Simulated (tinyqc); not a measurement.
Lifetime from the low-frequency admittance.

Problem. At low frequency a p+-n diode with a base of width wb has C_diff/G = (tau/2)(1 - 2 x/sinh 2x), x = wb/sqrt(Dp tau). Find tau, x and the limit of C_diff/G for infinite lifetime, wb^2/(3 Dp).

Parameters, values chosen for the exercise:
```
symbol  value    unit                     meaning
Dp          7  cm^2/s  hole diffusion coefficient
wb        9.8      um   width of the neutral base
```

G = 161.00089 S/cm^2
C_diff = 3.7089760 uF/cm^2

Answer. The ratio rises steadily with tau from tau/2 (long base) towards wb^2/(3 Dp) (short base), so one lifetime matches as long as the ratio is below that limit.

tau = 7.000e-8 s
x = 1.400
limit of C_diff/G = 4.573e-8 s

Computed by the program tinyqc: `OMP_NUM_THREADS=1 python tinyqc.py 2890223 2890224 out.jsonl`, one thread of a shared Intel Xeon 2.30GHz, about 0.01 s for the whole run.
